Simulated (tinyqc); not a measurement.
Hubbard chain of 4 sites, step by step. One step of it, computed by the program tinyqc.

Problem. The many-body Hamiltonian. Basis: all placements (u, d, 2, 0 on each site), up operators ordered before down ones; hops carry the sign of the same-spin electrons passed.

one-body matrix (hopping and site energies) (eV):
```
           1          2          3          4
1   0.000000  -0.990000   0.000000   0.000000
2  -0.990000   0.000000  -0.990000   0.000000
3   0.000000  -0.990000   0.000000  -0.990000
4   0.000000   0.000000  -0.990000   0.000000
```

U = 7.500000 eV

electrons, up and down: 1  1

Give: H.

Solution.

H (eV):
```
        2000    ud00    u0d0    u00d    du00    0200    0ud0    0u0d
2000   7.500  -0.990   0.000   0.000  -0.990   0.000   0.000   0.000
ud00  -0.990   0.000  -0.990   0.000   0.000  -0.990   0.000   0.000
u0d0   0.000  -0.990   0.000  -0.990   0.000   0.000  -0.990   0.000
u00d   0.000   0.000  -0.990   0.000   0.000   0.000   0.000  -0.990
du00  -0.990   0.000   0.000   0.000   0.000  -0.990   0.000   0.000
0200   0.000  -0.990   0.000   0.000  -0.990   7.500  -0.990   0.000
0ud0   0.000   0.000  -0.990   0.000   0.000  -0.990   0.000  -0.990
0u0d   0.000   0.000   0.000  -0.990   0.000   0.000  -0.990   0.000
d0u0   0.000   0.000   0.000   0.000  -0.990   0.000   0.000   0.000
0du0   0.000   0.000   0.000   0.000   0.000  -0.990   0.000   0.000
0020   0.000   0.000   0.000   0.000   0.000   0.000  -0.990   0.000
00ud   0.000   0.000   0.000   0.000   0.000   0.000   0.000  -0.990
d00u   0.000   0.000   0.000   0.000   0.000   0.000   0.000   0.000
0d0u   0.000   0.000   0.000   0.000   0.000   0.000   0.000   0.000
00du   0.000   0.000   0.000   0.000   0.000   0.000   0.000   0.000
0002   0.000   0.000   0.000   0.000   0.000   0.000   0.000   0.000

        d0u0    0du0    0020    00ud    d00u    0d0u    00du    0002
2000   0.000   0.000   0.000   0.000   0.000   0.000   0.000   0.000
ud00   0.000   0.000   0.000   0.000   0.000   0.000   0.000   0.000
u0d0   0.000   0.000   0.000   0.000   0.000   0.000   0.000   0.000
u00d   0.000   0.000   0.000   0.000   0.000   0.000   0.000   0.000
du00  -0.990   0.000   0.000   0.000   0.000   0.000   0.000   0.000
0200   0.000  -0.990   0.000   0.000   0.000   0.000   0.000   0.000
0ud0   0.000   0.000  -0.990   0.000   0.000   0.000   0.000   0.000
0u0d   0.000   0.000   0.000  -0.990   0.000   0.000   0.000   0.000
d0u0   0.000  -0.990   0.000   0.000  -0.990   0.000   0.000   0.000
0du0  -0.990   0.000  -0.990   0.000   0.000  -0.990   0.000   0.000
0020   0.000  -0.990   7.500  -0.990   0.000   0.000  -0.990   0.000
00ud   0.000   0.000  -0.990   0.000   0.000   0.000   0.000  -0.990
d00u  -0.990   0.000   0.000   0.000   0.000  -0.990   0.000   0.000
0d0u   0.000  -0.990   0.000   0.000  -0.990   0.000  -0.990   0.000
00du   0.000   0.000  -0.990   0.000   0.000  -0.990   0.000  -0.990
0002   0.000   0.000   0.000  -0.990   0.000   0.000  -0.990   7.500
```
